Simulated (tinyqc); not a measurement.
Inside a calculation. Model: regular and subregular solution with a miscibility gap. Computed by tinyqc, a small Python program that keeps every step. Command: `OMP_NUM_THREADS=1 python tinyqc.py 3029152 3029153 out.jsonl regsol walk`. One thread of a shared host (Intel(R) Xeon(R) Processor @ 2.30GHz), about 0.01 s of CPU time with the checks. Intermediate numbers are printed to about 7 digits and carried at full precision; extremes and crossings named in words are read from the listed rows.

Per mole of mixing sites: G(x) = x (1 - x) [L0 + L1 (1 - 2x)] + R T [x ln x + (1 - x) ln(1 - x)], x the fraction of B.

Inputs (values chosen for the exercise, modelled on Ga(1-x)In(x)As):
```
quantity,value,unit
lattice constant a_A,5.653,angstrom
lattice constant a_B,6.058,angstrom
constant K,45900,kJ angstrom^2.5/mol
asymmetry L1,0.95,kJ/mol
temperature T,430,K
start value s0,0.45,-
```

Source of L0: delta-lattice-parameter rule.

Constants: R = 8.314462618 J/(mol K).

## Interaction parameter

A bonding enthalpy -K a^(-2.5) with a linear in x gives L0 = 4.375 K (a_A - a_B)^2/abar^4.5, abar the mean lattice constant; eta = (a_B - a_A)/abar.

L0 = 11.57878 kJ/mol

eta = 0.06916574

## G, chemical potentials and activities

G' = L0 (1 - 2x) + L1 (1 - 6x + 6x^2) + R T ln[x/(1 - x)]; G'' = -2 L0 - 6 L1 (1 - 2x) + R T/[x (1 - x)]. mu_A = G - x G', mu_B = G + (1 - x) G', activity = exp(mu/(R T)).

G, G'' and activities at x = 0.02, 0.1, 0.2, 0.35, 0.5, 0.65, 0.8, 0.9, 0.98:
```
x,G (kJ/mol),G'' (kJ/mol),activity of A,activity of B
0.02,-0.1056920,153.7796,0.981575,0.567298
0.10,-0.0517525,12.0071,0.936069,1.568057
0.20,0.1547568,-4.2324,0.932193,1.644262
0.35,0.3842468,-9.1523,1.018192,1.314675
0.50,0.4165424,-8.8567,1.200740,1.051354
0.65,0.2545718,-5.7323,1.438214,0.917473
0.80,-0.0276432,2.6076,1.536133,0.889601
0.90,-0.1885525,21.1271,1.211137,0.923224
0.98,-0.1414424,164.7236,0.354719,0.980966
```

G'' is negative at 4 of the nine compositions (0.2, 0.35, 0.5, 0.65), where the solution is unstable.

## Critical point

The spinodal is G'' = 0, R T_s(x) = x (1 - x) [2 L0 + 6 L1 (1 - 2x)]; the critical point is its maximum.

critical composition x_c = 0.4410326

critical temperature T_c = 706.5505 K

L1 > 0 moves the top of the gap to the A-rich side and raises it by 10.2 K over L0/(2 R).

## Spinodal at T

Solve G'' = 0 on each side of x_c.

spinodal x_s1 = 0.1565768

spinodal x_s2 = 0.7685104

## First Newton step for the common tangent

Common tangent: F1 = G'(x1) - G'(x2) = 0 and F2 = [G - x G'](x1) - [G - x G'](x2) = 0. Newton step: J = [[G''(x1), -G''(x2)], [-x1 G''(x1), x2 G''(x2)]], J dx = -F; a step that would leave 0 < x < 1 is halved until it stays inside. The start is x1 = s0, x2 = 1 - s0.

F (kJ/mol): F1 0.8808729, F2 -0.4394865

J (kJ/mol):
```
,1,2
1,-9.282234,8.142234
2,4.177005,-4.478229
```

new (x1, x2): [0.4984729, 0.4970739]

## Binodal by Newton steps

Stop when the step is below 1e-12, or when x1 and x2 meet within 1e-5; residuals under 1e-7 are shown as 0.

Iteration:
```
step,x1,x2,F1 (kJ/mol),F2 (kJ/mol)
1,0.4500000,0.5500000,0.8808729,-0.4394865
2,0.4984729,0.4970739,-0.0124251,0.0061849
```

solubility limit x1 = 0.4977730

solubility limit x2 = 0.4977730

x1 and x2 run together: x1 = x2 solves both equations trivially, and a start value inside the spinodal, where G'' < 0, can turn the steps inward.

Reruns converge with start value s0 = 0.02. Reruns still fail with start value s0 = 0.3.
